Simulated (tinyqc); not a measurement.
# Trench capacitor in an array: capacitance, non-linearity, leakage and relaxation: what changes with what

A film between two metal electrodes, each interface adding a series capacitance ci. The small-signal permittivity is ek (1 + aq E^2); the field is found with the linear permittivity. Leakage J = J0 sinh(E/Ef). After a voltage step the film passes a relaxation current kr C V tt^(-nr), tt being the time in seconds. The sidewall is a coaxial capacitor with radii a = dm/2 - t and b = dm/2, depth AR dm; the end face is left out.

Values chosen for this exercise; permittivity of the order of that of silicon nitride:
```
symbol,value,unit,meaning
ek,7.6,,relative permittivity of the film
t,6.1,nm,film thickness
ci,120,uF/cm^2,capacitance of each electrode interface (dead layer and screening)
aq,0.0029,cm^2/MV^2,quadratic field coefficient of the permittivity
V,1.4,V,bias
nr,0.979,,exponent of the relaxation current
kr,0.0025,,strength of the relaxation
J0,2.2e-10,A/cm^2,leakage prefactor
Ef,0.37,MV/cm,field for an e-fold rise of the leakage
dm,67,nm,diameter of the hole
pt,140,nm,pitch of the square array
rho,410,uohm cm,resistivity of the inner electrode
t0,1e-7,s,duration of the write pulse
```

Constants: eps0 = 8.8541878128e-14 F/cm where lengths are in cm. Results are converted to the units shown.

Each table varies one quantity; the others keep the values above.

## Capacitance, non-linearity and leakage against thickness

Planar film: Cf = eps0 ek/t, 1/C = 1/Cf + 2/ci, EOT = 3.9 eps0/C, effective permittivity C t/eps0, E = (V/t) C/Cf; quadratic coefficient [C(V)/C - 1]/V^2 with Cf (1 + aq E^2) in C(V).

Capacitance, non-linearity and leakage against thickness:

| t (nm) | C (uF/cm^2) | EOT (nm) | effective permittivity | E (MV/cm) | quadratic coefficient (ppm/V^2) | J (A/cm^2) |
|---|---|---|---|---|---|---|
| 2.5 | 2.5761 | 1.3404 | 7.2737 | 5.3596 | 40531 | 2.1492e-4 |
| 3.7 | 1.7652 | 1.9562 | 7.3764 | 3.6725 | 19346 | 2.2491e-6 |
| 5.5 | 1.1990 | 2.8799 | 7.4481 | 2.4946 | 9020.2 | 9.3209e-8 |
| 8.2 | 0.80956 | 4.2654 | 7.4975 | 1.6843 | 4140.2 | 1.0430e-8 |
| 12 | 0.55557 | 6.2154 | 7.5296 | 1.1559 | 1958.4 | 2.4961e-9 |
| 18 | 0.37153 | 9.2944 | 7.5529 | 0.77296 | 878.53 | 8.7491e-10 |
| 27 | 0.24820 | 13.913 | 7.5686 | 0.51637 | 392.89 | 4.1687e-10 |
| 40 | 0.16776 | 20.584 | 7.5788 | 0.34902 | 179.73 | 2.3970e-10 |
| 60 | 0.11194 | 30.847 | 7.5858 | 0.23290 | 80.105 | 1.4781e-10 |

What does the comparison show?

C falls from 2.58 to 0.112 uF/cm^2 while the effective permittivity goes from 7.27 to 7.59 (ek = 7.6). EOT is a straight line in t with slope 3.9/ek = 0.513 and intercept 0.0576 nm. The quadratic coefficient goes as t^(-1.89) between the first two rows and t^(-1.99) between the last two (-2 without interfaces), and J falls by 6.16 decades. For t = 2.5, 3.7 direct tunnelling, left out, would add to the leakage.

## Cell against the aspect ratio

Per length 1/c = ln(b/a)/(2 pi eps0 ek) + (1/a + 1/b)/(2 pi ci); cell capacitance c AR dm; per footprint over pt^2; fields c V/(2 pi eps0 ek r) at r = a and b; resistance of the inner electrode rho AR dm/(pi a^2); time constant R C/3 of the distributed line.

The same in every row: field at a (MV/cm) = 2.4958; field at b (MV/cm) = 2.0413.

Cell against the aspect ratio:

| AR | cell capacitance (fF) | per footprint (uF/cm^2) | R (kohm) | R C/3 (ps) |
|---|---|---|---|---|
| 5 | 0.69186 | 3.5299 | 0.58234 | 0.13430 |
| 10 | 1.3837 | 7.0598 | 1.1647 | 0.53720 |
| 20 | 2.7675 | 14.120 | 2.3294 | 2.1488 |
| 30 | 4.1512 | 21.179 | 3.4940 | 4.8348 |
| 50 | 6.9186 | 35.299 | 5.8234 | 13.430 |
| 70 | 9.6861 | 49.419 | 8.1528 | 26.323 |
| 100 | 13.837 | 70.598 | 11.647 | 53.720 |

What does the comparison show?

As AR goes from 5 to 100, the cell capacitance rises from 0.692 to 13.8 fF, the capacitance per footprint rises from 3.53 to 70.6 uF/cm^2, the ratio of the two fields stays at 1.22 and R C/3 rises from 0.134 to 53.7 ps; the time constant goes as AR^(2.00) between the first two rows and AR^(2.00) between the last two.

## Charge lost after writing

Planar film: Cf = eps0 ek/t, 1/C = 1/Cf + 2/ci, EOT = 3.9 eps0/C, effective permittivity C t/eps0, E = (V/t) C/Cf. A capacitor written for t0 and then left open loses, as a share of C V, kr (tt^(1 - nr) - t0^(1 - nr))/(1 - nr) by relaxation and J tt/(C V) by leakage; both are taken as small, and rows far outside that range are left out.

The same in every row: leakage current (nA/cm^2) = 48.60.

Charge lost after writing:

| tt (s) | relaxation current (nA/cm^2) | loss by relaxation (%) | loss by leakage (%) | total loss (%) |
|---|---|---|---|---|
| 1e-6 | 2.837e6 | 0.4204 | 3.205e-6 | 0.4204 |
| 1e-5 | 2.977e5 | 0.8617 | 3.205e-5 | 0.8617 |
| 0.0001 | 3.125e4 | 1.325 | 3.205e-4 | 1.325 |
| 0.001 | 3279 | 1.811 | 0.003205 | 1.814 |
| 0.01 | 344.2 | 2.321 | 0.03205 | 2.353 |
| 0.1 | 36.12 | 2.856 | 0.3205 | 3.177 |
| 1 | 3.791 | 3.418 | 3.205 | 6.623 |

What does the comparison show?

The two currents are equal at tt = 0.0739 s. The loss by relaxation grows from 0.420 to 3.42 %, by 0.441 points over the first decade and 0.562 over the last, while the loss by leakage grows tenfold a decade. Relaxation is the larger loss in every row. For tt = 1 the falling voltage would already cut the leakage, so the linear estimate overstates the loss.

tinyqc, about 0.01 s, one thread, Intel Xeon 2.30GHz (shared host): `OMP_NUM_THREADS=1 python tinyqc.py 2102072 2102073 out.jsonl`
